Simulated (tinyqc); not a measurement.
Landau levels of a non-parabolic (Kane) conduction band at kz = 0, step by step. Values are carried at full precision from step to step, so a last printed digit may differ when a step is redone from the rounded ones.

In a field B along z: l = 1/sqrt((e/hbar) B) is the magnetic length, n_B = B/(h/e) the number of states per area in one level, hbar wc = 2 muB B/m for mass m in m0; 1/angstrom^2 = 1e16/cm^2.

Constants: e/hbar = 1.519267448e-05 1/(T angstrom^2); h/e = 413566.7697 T angstrom^2; muB = 5.788381798e-05 eV/T; e^2/h = 3.874045865e-05 S.

Inputs chosen for the exercise (near those of GaSb; the results hold for these values, not for the real material):
```
symbol  value  unit         meaning
B       4.1    T            magnetic field
n       4.6    x 1e11/cm^2  electron sheet density
Eg      0.813  eV           gap
Dso     0.765  eV           spin-orbit splitting
Ep      27     eV           Kane energy
```

## Scales set by the field

Give l, n_B and the filling factor nu = n/n_B.

l = 126.70 angstrom
n_B = 0.9914 x 1e11/cm^2
nu = 4.640

## The lowest levels

Three-level Kane model: E = (N + 1/2) 2 muB B/m(E) + s g(E) muB B, s = +/-1/2, with 1/m(E) = 1 + (Ep/3)(2/(E + Eg) + 1/(E + Eg + Dso)) and g(E) = 2 - (2 Ep/3)(1/(E + Eg) - 1/(E + Eg + Dso)); E from the band edge, solved self-consistently; remote bands are left out, and so is the confinement energy of a real sheet, which raises m and lowers |g|.

List the eight lowest, in meV, with the gap to the next.

Levels:
```
label  E (meV)  gap above (meV)
0+       5.781            2.026
0-       7.807           11.326
1+      19.133            1.939
1-      21.072           11.057
2+      32.129            1.860
2-      33.989           10.809
3+      44.798            1.787
3-      46.585           10.579
```

The largest of these gaps, 11.33 meV, first occurs above level 0- and is kB T at 131 K.

## Where EF lies

Each listed level takes n_B electrons. At zero temperature and without broadening EF sits in the partly filled level.

Fill the listed levels in order up to nu; give the partly filled level, its energy and its filled share.

level: 2+

EF = 32.129 meV
filled share = 0.640

## Fields of the Hall plateaus

A plateau is centred where nu = n/n_B equals 1, 2, 3, 4, 5, 6; there rho_xy = h/(nu e^2).

Plateaus:
```
nu   B (T)  1/B (1/T)  rho_xy (kohm)
1   19.024     0.0526        25.8128
2    9.512     0.1051        12.9064
3    6.341     0.1577         8.6043
4    4.756     0.2103         6.4532
5    3.805     0.2628         5.1626
6    3.171     0.3154         4.3021
```

The order of the levels can change with B, but these counts hold wherever the levels are resolved.

## Checks

- Mean of the two lowest levels at 1e-4 T against muB B/m(0), as a ratio: both 1.0000.

Program tinyqc; command `OMP_NUM_THREADS=1 python tinyqc.py 1252005 1252006 out.jsonl`; about 0.05 s on one thread of a shared Intel(R) Xeon(R) Processor @ 2.30GHz.
